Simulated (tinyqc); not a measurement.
Ion implantation: universal nuclear stopping, Lindhard-Scharff electronic stopping and a Gaussian range profile: one step, computed by the program tinyqc. Command: `OMP_NUM_THREADS=1 python tinyqc.py 3026487 3026488 out.jsonl implant walk`. One thread of a shared host (Intel(R) Xeon(R) Processor @ 2.30GHz), about 0.06 s of CPU time with the checks.

An ion slows by elastic collisions with screened nuclei and by friction with electrons; channelling is ignored and the target is uniform.

Question. Stopping at the entry energy. Reduced energy eps = 32.53 M2 E/(Z1 Z2 (M1 + M2)(Z1^0.23 + Z2^0.23)), E in keV; s_n = ln(1 + 1.1383 eps)/(2 (eps + 0.01321 eps^0.21226 + 0.19593 eps^0.5)) for eps up to 30 and ln(eps)/(2 eps) above; S_n = 8.462 Z1 Z2 M1 s_n/((M1 + M2)(Z1^0.23 + Z2^0.23)) in 1e-15 eV cm^2. S_e = k 3.83 Z1^(7/6) Z2/(Z1^(2/3) + Z2^(2/3))^(3/2) sqrt(E/M1) in 1e-15 eV cm^2, E in keV. dE/dx = N (S_n + S_e); 1e-15 eV cm^2 = 0.1 eV nm^2.

Inputs (values chosen for the exercise, modelled on aluminium ions in copper): ion atomic number Z1 = 13; ion mass M1 = 27 u; target atomic number Z2 = 29; target mass M2 = 63.55 u; target density N = 84.9 1/nm^3; ion energy E = 390 keV; scale factor of electronic stopping k = 1.

Give: reduced energy eps; s_n; S_n; S_e; energy loss dE/dx.

Answer.

reduced energy eps = 5.9440

s_n = 0.15912

S_n = 38.094 x 1e-15 eV cm^2

S_e = 145.31 x 1e-15 eV cm^2

energy loss dE/dx = 1557.1 eV/nm

Electronic stopping carries 79 % of the loss at entry.
